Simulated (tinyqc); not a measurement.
AlGaN/GaN HEMT with access regions, lumped model: one step of the calculation.

A polarisation-induced electron sheet under a Schottky gate, in series with two ungated access regions and contacts. Drift law v = mu E/(1 + mu E/vs) under the gate. Currents in mA/mm, resistances in ohm mm. No self-heating, no channel-length modulation; fits for polarisation, barrier and offset are chosen for the exercise.

Question. On-resistance and breakdown. sigma = (5e13 x + 1.6e13 x^2) cm^-2, phiB = 0.84 + 1.3 x, dEc = 0.7 (1.71 x + x^2) in volts, Cb = eps0 eps_r/d, VT = phiB - dEc - q sigma/Cb, access density n0 = -Cb VT/q. Ron = 2 Rc + Ls/(q mu n0) + Ld/(q mu (1 - ft) n0) + Lg/(mu Cb (Vg - VT)). Off state: a depleted stretch that holds the voltage V has the peak field sqrt(k V), k = 2 q n0/(eps0 eps_r te), so one edge holds V1 = Ec^2/k. The sheet under the plate pinches off at Vf = q n0 (1/Cb + tf/(eps0 ei)); beyond it the gate edge is screened. BV = V1 if Vf >= V1, else Vf + V1, and at most Ec Ld. Specific resistance Ron (Ls + Lg + Ld); figure of merit BV^2 over it.

Inputs (values chosen for the exercise); values close to those of AlGaN/GaN structures:

| symbol | value | unit | meaning |
|---|---|---|---|
| x | 0.21 |  | aluminium share of the barrier |
| d | 12 | nm | barrier thickness |
| eps_r | 9.2 |  | relative permittivity of barrier and channel |
| mu | 1200 | cm^2/(V s) | channel mobility |
| vs | 1.2e7 | cm/s | saturation velocity |
| Lg | 1 | um | gate length |
| Ls | 1.5 | um | source access length |
| Ld | 8 | um | drain access length |
| Rc | 0.56 | ohm mm | resistance of each contact |
| ft | 0 |  | share of the drain-access electrons removed by traps |
| Vg | -1 | V | gate voltage |
| Ec | 2.9 | MV/cm | critical field |
| te | 0.33 | um | depth over which the depleted charge spreads |
| tf | 50 | nm | insulator under the field plate |
| ei | 7.5 |  | relative permittivity of that insulator |

Constants: q = 1.602176634e-19 C, eps0 = 8.8541878128e-14 F/cm where lengths are in cm. Results are converted to the units shown.

Find: Ron; Vf; V1; BV; specific resistance; figure of merit.

Answer.

Ron = 9.0571 ohm mm
Vf = 11.086 V
V1 = 91.795 V
BV = 102.88 V
specific resistance = 0.95100 mohm cm^2
figure of merit = 11.130 MW/cm^2

The plate raises BV by a factor of 1.12.

Numbers from tinyqc (`OMP_NUM_THREADS=1 python tinyqc.py 2570146 2570147 out.jsonl`; about 0.02 s on one thread of a shared Intel Xeon 2.30GHz).
